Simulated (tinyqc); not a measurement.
Trap density from one capacitance.

Problem. Traps spread evenly through the insulator exchange electrons with the semiconductor by tunnelling, with tau(x) = t0 exp(2 ka x) at depth x from the interface. The admittance per area Y seen at depth x obeys dY/dx = -Y^2/(i w eps0 eox) + q Nb ln(1 + i w tau)/tau, with Y(0) = i w Cs and w = 2 pi f; the gate sees Y(tox) = G + i w C. Working variable y = Y/(i w), in uF/cm^2. Cox = eps0 eox/tox. Find Nb and G/w.

Parameters, values chosen for the exercise:
- eox = 8.76 (relative permittivity of the insulator)
- tox = 9.1 nm (insulator thickness)
- Cs = 7.9 uF/cm^2 (semiconductor capacitance in accumulation)
- ka = 4 1/nm (decay constant of the wave function in the insulator)
- t0 = 3e-9 s (time constant of a trap at the interface)
- f = 100 Hz (frequency)

Constants: q = 1.602176634e-19 C, eps0 = 8.8541878128e-14 F/cm where lengths are in cm. Results are converted to the units shown.

C = 0.83810839 uF/cm^2

Answer. C rises steadily with Nb, so one density matches; in practice ka and t0 must come from the frequency dependence.

Nb = 9.00e19 cm^-3 eV^-1
G/w = 0.0126 uF/cm^2

Computed by the program tinyqc: `OMP_NUM_THREADS=1 python tinyqc.py 2202144 2202145 out.jsonl`, one thread of a shared Intel Xeon 2.30GHz, about 0.7 s for the whole run.
